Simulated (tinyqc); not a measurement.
Two-band model of a narrow-gap semiconductor with electrons and holes. From one set of inputs to another, one input at a time. Computed by tinyqc, a small Python program. Command: `OMP_NUM_THREADS=1 python tinyqc.py 3026914 3026915 out.jsonl bipolar ladder`. One thread of a shared host (Intel(R) Xeon(R) Processor @ 2.30GHz), about 0.4 s of CPU time with the checks.

Two parabolic bands with acoustic scattering (r = -1/2, a = 0), a gap that does not change with T, and fully ionised dopants. Melting is ignored, so values above the melting point are formal, and kappa_L does not change with T. eta_n = (E_F - E_c)/(k_B T), eta_p = -eta_n - E_g/(k_B T).

The inputs printed are set A. Inputs not listed in the table keep their values of set A, so the rows need not describe a real material.

Inputs (values chosen for the exercise, modelled on PbTe):

| quantity | value | unit |
|---|---|---|
| electron mass m_n | 0.26 | m_0 |
| hole mass m_p | 0.3 | m_0 |
| electron mobility parameter mu_300,n | 1100 | cm^2/(V s) |
| hole mobility parameter mu_300,p | 720 | cm^2/(V s) |
| temperature exponent p | 1.5 | - |
| band gap E_g | 0.33 | eV |
| net doping N | 3.9e+17 | 1/cm^3 |
| lattice thermal conductivity kappa_L | 1.1 | W/(m K) |
| temperature T | 880 | K |

Doping: n-type.

Constants: k_B = 8.617333262e-05 eV/K; m_0 = 9.1093837015e-31 kg; k_B = 1.380649e-23 J/K; hbar = 1.054571817e-34 J s; e = 1.602176634e-19 C.

Method:
- With x = E/(k_B T), a = alpha k_B T (0 for a parabolic band), G = x (1 + a x), D = 1 + 2 a x and <y> = int y f (1 - f) dx, f = 1/(1 + exp(x - eta)): tau = tau_0 G^r/D; transport function s = G^(3/2 + r)/D^2; n = N_0 <G^(3/2)> with N_0 = (2 m k_B T)^(3/2)/(3 pi^2 hbar^3).
- Integrals over x = E/(k_B T) use 160 Gauss-Legendre points in u = sqrt(x) from 0 to sqrt(max(eta, 0) + 32).
- Neutrality: n - p = N, with n = N_0(m_n) <x^(3/2)> at eta_n and p = N_0(m_p) <x^(3/2)> at eta_p.
- sigma = e mu_0 N_0 <s> with mu_0 = e tau_0/m = mu_300 (T/300 K)^(-p); |S| = (k_B/e)(<x s>/<s> - eta); Lorenz number L = (k_B/e)^2 (<x^2 s>/<s> - (<x s>/<s>)^2); kappa_e = L sigma T; zT = S^2 sigma T/(kappa_L + kappa_e).
- Hall factor r_H = <x^(3/2)> <x^(1/2)>/<s>^2.
- Both bands together (these totals replace the one-band zT): sigma = sigma_n + sigma_p; S = (sigma_p |S_p| - sigma_n |S_n|)/sigma; kappa_bip = (sigma_n sigma_p/sigma)(|S_n| + |S_p|)^2 T; kappa_e = (L_n sigma_n + L_p sigma_p) T; zT = S^2 sigma T/(kappa_L + kappa_e + kappa_bip); weak-field R_H = (r_p sigma_p^2/p - r_n sigma_n^2/n)/(e sigma^2), where the Hall factors r_n and r_p are <x^(3/2)> <x^(1/2)>/<s>^2.
- T_max maximises |S| of the majority sign between 150 and 1200 K; the Goldsmid-Sharp estimate is E_g = 2 e |S_max| T_max.

Each row keeps all changes above it:

| input moved | from | to | conductivity sigma (S/cm) | kappa_e (W/(m K)) | \|S_max\| (microvolt/K) |
|---|---|---|---|---|---|
| set A | - | - | 89.33 | 0.11844 | 383.23 |
| net doping N (1/cm^3) | 3.9e+17 | 1.8e+17 | 88.14 | 0.11682 | 433.54 |
| electron mass m_n (m_0) | 0.26 | 0.97 | 231.48 | 0.30713 | 585.19 |
| lattice thermal conductivity kappa_L (W/(m K)) | 1.1 | 4.6 | 231.48 | 0.30713 | 585.19 |
| temperature T (K) | 880 | 590 | 84.74 | 0.07463 | 585.19 |
| hole mobility parameter mu_300,p (cm^2/(V s)) | 720 | 450 | 73.51 | 0.06469 | 588.91 |
| electron mobility parameter mu_300,n (cm^2/(V s)) | 1100 | 2400 | 138.28 | 0.12157 | 594.79 |
| band gap E_g (eV) | 0.33 | 0.42 | 63.23 | 0.05548 | 619.49 |

Which inputs carry the difference?

Conductivity sigma goes from 89.3 to 63.2, a factor 0.708 in all. The largest single move comes from temperature T (a factor 0.366), and electron mass m_n works against it (a factor 2.63). kappa_e goes from 0.118 to 0.0555, a factor 0.468 in all. The largest single move comes from temperature T (a factor 0.243), and electron mass m_n works against it (a factor 2.63). |S_max| goes from 383 to 619, a factor 1.62 in all. The largest single move comes from electron mass m_n (a factor 1.35). The single moves hold for this order of the switches; the total does not depend on the order.

Extremes, crossings and ranges named in words are read from the listed rows.
